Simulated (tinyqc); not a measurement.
# Index and thickness from Psi and Delta

Question. Air (index 1), film, substrate with N2 = n2 - i k2; time factor exp(+i w t). q_j = sqrt(N_j^2 - sin^2 th), root with positive real part. Fresnel coefficients r_s = (q_a - q_b)/(q_a + q_b), r_p = (N_b^2 q_a - N_a^2 q_b)/(N_b^2 q_a + N_a^2 q_b). tan(Psi) exp(i Delta) = R_p/R_s, Delta taken from 0 to 360 degrees. beta = 2 pi d q1/lam, X = exp(-2 i beta), R = (r01 + r12 X)/(1 + r01 r12 X) for p and s. The film is transparent, with 1.15 < n1 < 2.9 and d under half a period. Find n1, d and the period.

Parameters, values chosen for the exercise: wavelength lam = 546.1 nm; angle of incidence th = 70 degrees; index of the substrate n2 = 4.086; extinction coefficient of the substrate k2 = 0.031.

Psi = 35.518545 degrees
Delta = 72.750721 degrees

Answer. Two measured angles fix two unknowns; a search from many starts finds one solution in the range given. Thicker films with d plus a multiple of the period give the same angles.

n1 = 1.628
d = 66.00 nm
period = 205.4 nm

Computed by the program tinyqc: `OMP_NUM_THREADS=1 python tinyqc.py 2870136 2870137 out.jsonl`, one thread of a shared Intel Xeon 2.30GHz, about 0.4 s for the whole run.
